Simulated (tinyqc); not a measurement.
## Level and coupling from the resonance

Inverse problem. One site of energy u is joined by hoppings -tc to two semi-infinite chains with hopping -t, t = 0.322 eV, and site energy 0. Each gives Sigma = tc^2 (E - i sqrt(4 t^2 - E^2))/(2 t^2) and Gamma = -2 Im Sigma; T(E) = 1 where E - u - 2 Re Sigma = 0. Find tc and u.

energy of full transmission = -0.012331002 eV
Gamma of one lead at that energy = 0.12171681 eV

Solution. Gamma = tc^2 sqrt(4 t^2 - E^2)/t^2 gives tc, and u = E (1 - tc^2/t^2).

tc = 0.140 eV
u = -0.0100 eV

Program tinyqc, `OMP_NUM_THREADS=1 python tinyqc.py 2660133 2660134 out.jsonl`; Intel Xeon 2.30GHz, shared host, one thread, about 0.03 s.
